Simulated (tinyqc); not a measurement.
Trench capacitor in an array: capacitance, non-linearity, leakage and relaxation: one step of the calculation.

A film between two metal electrodes, each interface adding a series capacitance ci. The small-signal permittivity is ek (1 + aq E^2); the field is found with the linear permittivity. Leakage J = J0 sinh(E/Ef). After a voltage step the film passes a relaxation current kr C V tt^(-nr), tt being the time in seconds. The sidewall is a coaxial capacitor with radii a = dm/2 - t and b = dm/2, depth AR dm; the end face is left out.

Problem. Cell capacitance, fields and time constant. Per length 1/c = ln(b/a)/(2 pi eps0 ek) + (1/a + 1/b)/(2 pi ci); cell capacitance c AR dm; per footprint over pt^2; fields c V/(2 pi eps0 ek r) at r = a and b; resistance of the inner electrode rho AR dm/(pi a^2); time constant R C/3 of the distributed line.

Inputs (values chosen for the exercise); permittivity of the order of that of zirconium oxide:

| symbol | value | unit | meaning |
|---|---|---|---|
| ek | 36.7 |  | relative permittivity of the film |
| t | 6 | nm | film thickness |
| ci | 250 | uF/cm^2 | capacitance of each electrode interface (dead layer and screening) |
| V | 2 | V | bias |
| dm | 33 | nm | diameter of the hole |
| AR | 10 |  | aspect ratio, depth over diameter |
| pt | 56 | nm | pitch of the square array |
| rho | 200 | uohm cm | resistivity of the inner electrode |

Constants: eps0 = 8.8541878128e-14 F/cm where lengths are in cm. Results are converted to the units shown.

Find: a; b; cell capacitance; capacitance per footprint; field at a; field at b; R; R C/3.

Solution.

a = 10.500 nm
b = 16.500 nm
cell capacitance = 1.4267 fF
capacitance per footprint = 45.495 uF/cm^2
field at a = 4.0334 MV/cm
field at b = 2.5667 MV/cm
R = 1.9055 kohm
R C/3 = 0.90623 ps

The array gives 8.76 times the planar capacitance per footprint; curvature makes the field at the inner electrode 1.26 times the planar value.

tinyqc, about 0.01 s, one thread, Intel Xeon 2.30GHz (shared host): `OMP_NUM_THREADS=1 python tinyqc.py 2102127 2102128 out.jsonl`
